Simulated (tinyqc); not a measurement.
## Mobility and doping from two currents

Problem. A trap-free film with injecting contacts is fitted, with diffusion neglected, by J = q mu N V/Lf + (9/8) eps0 eps_r mu V^2/Lf^3. Find mu, N and the voltage at which both terms are equal.

Inputs (values chosen for the exercise): relative permittivity eps_r = 11.5; film thickness Lf = 440 nm.

Constants: q = 1.602176634e-19 C, eps0 = 8.8541878128e-14 F/cm where lengths are in cm. Results are converted to the units shown.

J at 3.5 and 18 V (A/cm^2): 8.0002302  100.81053

Answer. J/V is a straight line in V: the slope gives mu and the intercept mu N.

mu = 0.0170 cm^2/(V s)
N = 2.40e16 cm^-3
crossover voltage = 6.50 V

tinyqc, about 2 s, one thread, Intel Xeon 2.30GHz (shared host): `OMP_NUM_THREADS=1 python tinyqc.py 2730051 2730052 out.jsonl`
